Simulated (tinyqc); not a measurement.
# Inputs raised by 5 %, one at a time

Model: hydrogen passivation of interface dangling bonds: competing passivation and dissociation with distributed barriers. Computed by tinyqc, a small Python program. Command: `OMP_NUM_THREADS=1 python tinyqc.py 3031716 3031717 out.jsonl passiv sens`. One thread of a shared host (Intel(R) Xeon(R) Processor @ 2.30GHz), about 0.2 s of CPU time with the checks.

P_b + H2 gives P_bH + H at the rate k_f [H2]; P_bH gives P_b + H at the rate k_d. All defects start unpassivated. E_f and E_d are Gaussian and independent.

Inputs (values chosen for the exercise, close to those used for P_b centres at the silicon-oxide interface):

| quantity | value | unit |
|---|---|---|
| defect density N0 | 6.4e+11 | 1/cm^2 |
| passivation prefactor k_f0 | 9.8e-08 | cm^3/s |
| mean passivation barrier E_f | 1.57 | eV |
| spread sigma_f | 0.088 | eV |
| dissociation prefactor k_d0 | 3e+12 | 1/s |
| mean dissociation barrier E_d | 2.84 | eV |
| spread sigma_d | 0.11 | eV |
| H2 in the oxide per atm, solubility factor | 1.8e+18 | 1/(cm^3 atm) |
| hydrogen pressure p | 0.05 | atm |
| anneal temperature T | 575 | C |
| anneal time t | 3900 | s |
| oxide thickness | 17 | nm |

Constants: k_B = 8.617333262e-05 eV/K; e = 1.602176634e-19 C; eps_0 = 8.8541878128e-12 F/m.

Method:
- [H2] = solubility factor x p; a = k_f0 [H2] exp(-E_f/(k_B T)), d = k_d0 exp(-E_d/(k_B T)). For one pair of barriers the active share is y = [d + a exp(-(a + d) t)]/(a + d).
- Temperatures in kelvin are T(C) + 273.15.
- Average y over both Gaussians with 40 x 40 Gauss-Hermite points.
- Active density N0 y; threshold shift if each active defect holds one charge, e N0 y t_ox/(3.9 eps_0).
- Minimise the averaged y over T between 150 and 900 C: find where ln y is equal at T - 0.05 and T + 0.05 C; T is rounded to 0.1 C.

Runs:

| input moved | from | to | active share y | active share, single barriers | least active share | threshold shift (mV) |
|---|---|---|---|---|---|---|
| base run | - | - | 6.1777e-05 | 9.6650e-06 | 1.2952e-05 | 0.031186 |
| passivation prefactor k_f0 (cm^3/s) | 9.8e-08 | 1.029e-07 | 5.8842e-05 | 9.2048e-06 | 1.2159e-05 | 0.029704 |
| mean passivation barrier E_f (eV) | 1.57 | 1.6485 | 1.8008e-04 | 2.8291e-05 | 5.9673e-05 | 0.090908 |
| spread sigma_f (eV) | 0.088 | 0.0924 | 6.6506e-05 | 9.6650e-06 | 1.5823e-05 | 0.033573 |
| dissociation prefactor k_d0 (1/s) | 3e+12 | 3.15e+12 | 6.4859e-05 | 1.0148e-05 | 1.3510e-05 | 0.032741 |
| spread sigma_d (eV) | 0.11 | 0.1155 | 6.9319e-05 | 9.6650e-06 | 1.4712e-05 | 0.034993 |
| hydrogen pressure p (atm) | 0.05 | 0.0525 | 5.8842e-05 | 9.2048e-06 | 1.2159e-05 | 0.029704 |
| anneal time t (s) | 3900 | 4095 | 6.1777e-05 | 9.6650e-06 | 1.2683e-05 | 0.031186 |

Exponents ln(y'/y) / ln(x'/x):

| input | active share y | active share, single barriers | least active share | threshold shift |
|---|---|---|---|---|
| passivation prefactor k_f0 | -0.998 | -1.000 | -1.295 | -0.998 |
| mean passivation barrier E_f | 21.928 | 22.013 | 31.310 | 21.928 |
| spread sigma_f | 1.512 | 0.000 | 4.104 | 1.512 |
| dissociation prefactor k_d0 | 0.998 | 1.000 | 0.864 | 0.998 |
| spread sigma_d | 2.361 | 0.000 | 2.612 | 2.361 |
| hydrogen pressure p | -0.998 | -1.000 | -1.295 | -0.998 |
| anneal time t | 0.000 | 0.000 | -0.431 | 0.000 |

Among the inputs moved here: active share y answers most in size to mean passivation barrier E_f (exponent +21.928), next to spread sigma_d (+2.361); its exponent is below 0.0005 for anneal time t. Its exponent +0.998 in dissociation prefactor k_d0: steady balance d/a. Its exponent -0.998 in hydrogen pressure p: steady balance d/a. Active share, single barriers answers most in size to mean passivation barrier E_f (exponent +22.013), next to passivation prefactor k_f0 (-1.000); its exponent is below 0.0005 for spread sigma_f, spread sigma_d, anneal time t. Least active share answers most in size to mean passivation barrier E_f (exponent +31.310), next to spread sigma_f (+4.104). Threshold shift answers most in size to mean passivation barrier E_f (exponent +21.928), next to spread sigma_d (+2.361); its exponent is below 0.0005 for anneal time t.

Caution (all rows): single-barrier shares below about 1e-3 are formal; measured passivation levels off well above them. Caution (all rows): densities below a few 1e9 per cm^2 are formal: other defects set the floor in real interfaces. Caution (all rows): a least active share below 1e-3 is a property of the model; measured passivation levels off well above it. Caution (all rows): atomic hydrogen, which both passivates and depassivates, and further passivation during cooling are left out.

Extremes, crossings and ranges named in words are read from the listed rows.
